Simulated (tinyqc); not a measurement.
# One rectangular barrier with mass mismatch, transfer matrices: what changes with what

One electron of energy E comes from the left lead (band edge 0); no transverse momentum. Parabolic bands, masses in units of m0, C = hbar^2/(2 m0); psi and psi'/m are continuous at every interface. The right lead equals the left one.

Inputs (values chosen for the exercise); masses and offsets close to those of InGaAs wells and AlAs barriers: mass in the left lead mL = 0.041 m0; barrier height U1 = 1.2 eV; barrier mass m1 = 0.15 m0; barrier width d1 = 0.6 nm; electron energy E = 0.154 eV.

Constants: q = 1.602176634e-19 C, hbar = 1.054571817e-34 J s, m0 = 9.1093837015e-31 kg, hbar^2/(2 m0) = 0.0380998212 eV nm^2. Results are converted to the units shown.

Each table varies one quantity; the others keep the values above.

## Transmission against energy

For the pair (psi, psi'/m) a flat layer has M = [[cos kd, (m/k) sin kd], [-(k/m) sin kd, cos kd]] with k = sqrt(m (E - U)/C) above its edge U, and M = [[cosh Kd, (m/K) sinh Kd], [(K/m) sinh Kd, cosh Kd]] with K = sqrt(m (U - E)/C) below it. The matrices are multiplied with later layers to the left. With M acting on (psi, psi'/m) and v = k/m in each lead, T(E) = 4 vL vR/[(vL vR M12 - M21)^2 + (vR M11 + vL M22)^2]. The last column is exp(-2 sum K d) over the layers with U > E.

Results:

| E (eV) | T(E) | exp(-2 sum K d) |
|---|---|---|
| 0.096 | 0.22168 | 0.081939 |
| 0.284 | 0.33616 | 0.10240 |
| 0.471 | 0.36690 | 0.13095 |
| 0.659 | 0.37830 | 0.17355 |
| 0.847 | 0.38383 | 0.24301 |
| 1.034 | 0.38777 | 0.37904 |
| 1.409 | 0.39654 | 1.0000 |
| 1.597 | 0.40234 | 1.0000 |
| 1.785 | 0.40931 | 1.0000 |
| 1.972 | 0.41746 | 1.0000 |
| 2.16 | 0.42690 | 1.0000 |

Estimate the missing row, E = 1.222 eV.

Computed row:

| E (eV) | T(E) | exp(-2 sum K d) |
|---|---|---|
| 1.222 | 0.39180 | 1.0000 |

With this row back in the table: T(E) runs from 0.222 at 0.096 eV to 0.427 at 2.16 eV; among the rows its largest value is 0.427 at 2.16 eV. Below the barrier the ratio to exp(-2Kd) lies between 1.02 and 3.28: that is the prefactor which WKB sets to 1. Above the barrier T(E) is as low as 0.392 in these rows: both interfaces reflect, and the reflections cancel only where k d is a multiple of pi. In every row a layer is thinner than 0.8 nm, a few atomic planes, where an effective mass is a rough description.

## Effect of the barrier width

Same model as above.

For a thick barrier T(E) tends to c exp(-2Kd), c = 16 g^2/(1 + g^2)^2, g = (K/m1)/vL.

Results:

| d1 (nm) | K d | T(E) | c exp(-2Kd) |
|---|---|---|---|
| 0.15 | 0.3044 | 0.9050 | 1.980 |
| 0.6 | 1.218 | 0.2769 | 0.3188 |
| 0.83 | 1.684 | 0.1185 | 0.1254 |
| 1.06 | 2.151 | 0.04821 | 0.04929 |
| 1.29 | 2.618 | 0.01921 | 0.01938 |
| 1.52 | 3.085 | 0.007593 | 0.007620 |
| 1.74 | 3.531 | 0.003116 | 0.003120 |
| 1.97 | 3.998 | 0.001226 | 0.001227 |

Estimate the missing row, d1 = 0.38 nm.

Computed row:

| d1 (nm) | K d | T(E) | c exp(-2Kd) |
|---|---|---|---|
| 0.38 | 0.7711 | 0.5575 | 0.7786 |

With this row back in the table: T(E) falls from 0.905 to 0.00123. Here g = 1.36 and c = 3.64. The thick-barrier form is 2.19 times the exact value at Kd = 0.30 and 0.055 % above it at Kd = 4.0; at the end T(E) loses 1.76 decades a nanometre, against 2K/ln 10 = 1.76. In 3 of the 9 rows a layer is thinner than 0.8 nm, a few atomic planes, where an effective mass is a rough description.

## Effect of the barrier mass and of the matching rule

The second column matches psi and psi' without the mass (every m outside k and K set to 1), which is not the envelope-function rule when the masses differ.

Results:

| m1 (m0) | T(E), psi'/m matched | T(E), psi' matched | ratio |
|---|---|---|---|
| 0.025 | 0.5300 | 0.7004 | 1.321 |
| 0.032 | 0.5130 | 0.6034 | 1.176 |
| 0.04 | 0.4938 | 0.5030 | 1.019 |
| 0.064 | 0.4387 | 0.2883 | 0.6572 |
| 0.081 | 0.4021 | 0.1991 | 0.4953 |
| 0.1 | 0.3638 | 0.1364 | 0.3749 |
| 0.13 | 0.3092 | 0.08046 | 0.2602 |
| 0.16 | 0.2619 | 0.05092 | 0.1944 |

Estimate the missing row, m1 = 0.051 m0.

Computed row:

| m1 (m0) | T(E), psi'/m matched | T(E), psi' matched | ratio |
|---|---|---|---|
| 0.051 | 0.4681 | 0.3890 | 0.8309 |

With this row back in the table: With psi'/m matched, T(E) falls from 0.530 to 0.262. The other rule gives 1.32 times that in the first row and 0.194 times in the last; the two rules coincide at m1 = mL = 0.041. In every row a layer is thinner than 0.8 nm, a few atomic planes, where an effective mass is a rough description.

Range of the model: Masses are held fixed, although real bands cease to be parabolic a few tenths of an eV from their edges (inside a barrier too).

Program tinyqc, `OMP_NUM_THREADS=1 python tinyqc.py 2560010 2560011 out.jsonl`; Intel Xeon 2.30GHz, shared host, one thread, about 0.01 s.
